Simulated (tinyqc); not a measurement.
Filling the band: three-level Kane dispersion of a narrow-gap semiconductor.

Zero of energy at Gamma8, c = hbar^2/2m0, P^2 = Ep c. The free-electron term and remote bands are left out, so the heavy holes are flat at E = 0 and the other three bands obey E (E - Eg)(E + Dso) = P^2 k^2 (E + 2 Dso/3). The conduction band is the highest root; its edge is Ec = max(Eg, 0).

Degenerate electrons at T = 0: kF = (3 pi^2 n)^(1/3), 1 cm^-3 = 1e-24 angstrom^-3; EF is the highest root at kF. The momentum (cyclotron, optical) mass is m(E) = hbar^2 k/(dE/dk) = c d(k^2)/dE with d(k^2)/dE = k^2 [1/E + 1/(E - Eg) + 1/(E + Dso) - 1/(E + 2 Dso/3)]; the density of states is k d(k^2)/dE/(2 pi^2).

Edge mass m0* = 3 |Eg|/(2 Ep).
Constants: hbar^2/2m0 = 3.80998211 eV angstrom^2.

Inputs chosen for the exercise (out of a larger set: near those of HgTe; not measured data): Eg = -0.298 eV (E(Gamma6) - E(Gamma8)); Dso = 1.12 eV (spin-orbit splitting); Ep = 18 eV (Kane energy).

n from 1e15 to 1e19 cm^-3. The last column is the local power d ln(EF - Ec)/d ln n = kF^2/(1.5 (EF - Ec) d(k^2)/dE).

Results:
```
n (cm^-3)  kF (1/angstrom)  EF - Ec (meV)  parabolic (meV)   m(EF)  m(EF)/m0*  power
1.0e+15            0.00309            1.5              1.5  0.0250       1.01  0.664
1.0e+16            0.00667            6.7              6.8  0.0258       1.04  0.654
3.0e+16            0.00961           13.6             14.2  0.0268       1.08  0.642
1.0e+17            0.01436           29.2             31.6  0.0290       1.17  0.619
3.0e+17            0.02071           56.6             65.8  0.0328       1.32  0.586
1.0e+18            0.03094          111.7            146.8  0.0403       1.62  0.541
3.0e+18            0.04462          197.5            305.4  0.0514       2.07  0.498
1.0e+19            0.06665          350.5            681.6  0.0705       2.84  0.457
```

The power falls from 0.664 to 0.457: 2/3 marks a parabola, 1/3 a linear band. The parabola is within 10 % up to n = 1.0e+17 cm^-3. The mass has doubled by n = 3.0e+18 cm^-3 and ends at 2.8 times its edge value.

Program tinyqc; command `OMP_NUM_THREADS=1 python tinyqc.py 1050334 1050335 out.jsonl`; about 0.01 s on one thread of a shared Intel(R) Xeon(R) Processor @ 2.30GHz.
